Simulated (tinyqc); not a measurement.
Gain factor and gap resistance from two string resistances.

Question. At small bit-line voltage each of the 64 cells has the resistance 1/(K x) at overdrive x (no mobility reduction) in series with a gap resistance Rg. Find K, Rg and the share of the gaps at the higher overdrive.

resistance of a string of 64 equal cells at overdrives of 3.1 and 9 V (kohm): 4609.6785  1667.4937

Solution. The resistance per cell is a straight line in 1/x with slope 1/K and intercept Rg.

K = 4.600 uA/V^2
Rg = 1.900 kohm
share of the gaps = 7.292 %

tinyqc, about 0.9 s, one thread, Intel Xeon 2.30GHz (shared host): `OMP_NUM_THREADS=1 python tinyqc.py 2142111 2142112 out.jsonl`
